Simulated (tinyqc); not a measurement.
Metal-interlayer-semiconductor contact, depinning against tunnelling resistance: one step of the calculation.

Zero bias, n-type semiconductor. Gap states at the semiconductor surface thin out as exp(-be ti), which unpins the barrier; electrons must then cross the interlayer (a rectangular barrier, no voltage drop across it) and the parabolic depleted layer, both by WKB. Energies E are counted from the Fermi level; no image force, parabolic bands.

Task. Pinning, barrier and scales. S = 1/(1 + (1/S0 - 1) exp(-be ti)); phiB = S (phiM - chi) + (1 - S)(Eg - E0); xi = Ec - EF deep inside, from Nd = Nc F(-xi/Vt), F(x) = (2/sqrt(pi)) int_0^infinity sqrt(u) du/(1 + exp(u - x)); band bending U = phiB - xi; E00 = (hbar/2) sqrt(Nd/(eps0 eps_r mt m0)) in volts; A = 4 pi q mA m0 kB^2/h^3.

Inputs (values chosen for the exercise); semiconductor values close to those of 4H silicon carbide; interlayer mass of the order of that in silicon nitride, offset chosen freely:

| symbol | value | unit | meaning |
|---|---|---|---|
| T | 400 | K | temperature |
| Eg | 3.31 | eV | band gap |
| eps_r | 10.1 |  | relative permittivity |
| chi | 3.74 | eV | electron affinity |
| Nc | 2.62e19 | cm^-3 | conduction-band density of states at T |
| mt | 0.199 | m0 | tunnelling mass in the semiconductor |
| mA | 0.369 | m0 | Richardson mass |
| Nd | 3.1e18 | cm^-3 | donor density |
| E0 | 2 | eV | charge-neutrality level above the valence band |
| S0 | 0.67 |  | pinning factor without interlayer |
| phiM | 3.94 | eV | metal work function |
| ti | 1.2 | nm | interlayer thickness |
| be | 4.5 | 1/nm | decay constant of gap states through the interlayer |

Constants: q = 1.602176634e-19 C, kB = 1.380649e-23 J/K, eps0 = 8.8541878128e-12 F/m, hbar = 1.054571817e-34 J s, h = 6.62607015e-34 J s, m0 = 9.1093837015e-31 kg, Vt = kB T/q. Results are converted to the units shown.

Find: S; phiB; xi; U; E00; A.

Result.

S = 0.99778
phiB = 0.20246 eV
xi = 0.072130 eV
U = 0.13033 eV
E00 = 0.023058 eV
A = 44.344 A/(cm^2 K^2)

Range of the model: The depletion charge would drop about 0.061 V across such an interlayer (eps_r near 7.5) at ti = 1.2 nm and Nd = 3.1e18 cm^-3, against a band bending of 0.13 V; this model leaves that drop out.

Computed by the program tinyqc: `OMP_NUM_THREADS=1 python tinyqc.py 2270047 2270048 out.jsonl`, one thread of a shared Intel Xeon 2.30GHz, about 0.02 s for the whole run.
